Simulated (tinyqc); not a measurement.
Extended Hueckel theory, for BeH2+, step by step. The parameters take no account of the charge, which enters only through the electron count. One step of it, computed by the program tinyqc.

Problem. Orbitals. Solve H C = S C e through S^(-1/2); fill by pairs from the bottom, a degenerate level sharing its electrons equally; each orbital has its largest coefficient positive (the first on a tie).

H (eV), order 1Be 2s, 1Be 2px, 1Be 2py, 1Be 2pz, 2H 1s, 3H 1s:
```
[[-10.000000, 0.000000, 0.000000, 0.000000, -11.615929, -11.615929],
 [0.000000, -6.000000, 0.000000, 0.000000, 0.000000, 0.000000],
 [0.000000, 0.000000, -6.000000, 0.000000, -11.669755, 11.669755],
 [0.000000, 0.000000, 0.000000, -6.000000, -0.994581, -0.994581],
 [-11.615929, 0.000000, -11.669755, -0.994581, -13.600000, -1.231890],
 [-11.615929, 0.000000, 11.669755, -0.994581, -1.231890, -13.600000]]
```

overlap S, order 1Be 2s, 1Be 2px, 1Be 2py, 1Be 2pz, 2H 1s, 3H 1s:
```
[[1.000000, 0.000000, 0.000000, 0.000000, 0.486670, 0.486670],
 [0.000000, 1.000000, 0.000000, 0.000000, 0.000000, 0.000000],
 [0.000000, 0.000000, 1.000000, 0.000000, 0.559649, -0.559649],
 [0.000000, 0.000000, 0.000000, 1.000000, 0.047697, 0.047697],
 [0.486670, 0.000000, 0.559649, 0.047697, 1.000000, 0.045290],
 [0.486670, 0.000000, -0.559649, 0.047697, 0.045290, 1.000000]]
```

valence electrons = 3

Give: orbital energies; occupations; coefficients; sum of one-electron energies.

Solution.

orbital energies (eV): [-17.1082, -15.2161, -6.0339, -6.0000, 12.7961, 39.6680]

occupations: [2.0000, 1.0000, 0.0000, 0.0000, 0.0000, 0.0000]

coefficients, order 1Be 2s, 1Be 2px, 1Be 2py, 1Be 2pz, 2H 1s, 3H 1s:
```
[[0.4244, 0.0000, -0.1044, 0.0000, 1.2823, 0.0000],
 [0.0000, 0.0000, 0.0000, 1.0000, 0.0000, 0.0000],
 [0.0000, 0.3461, 0.0000, 0.0000, 0.0000, 1.6698],
 [0.0147, 0.0000, 0.9941, 0.0000, 0.1399, 0.0000],
 [0.4585, 0.5057, 0.0238, 0.0000, -0.8191, -1.1257],
 [0.4585, -0.5057, 0.0238, 0.0000, -0.8191, 1.1257]]
```

sum of one-electron energies = -49.4324 eV
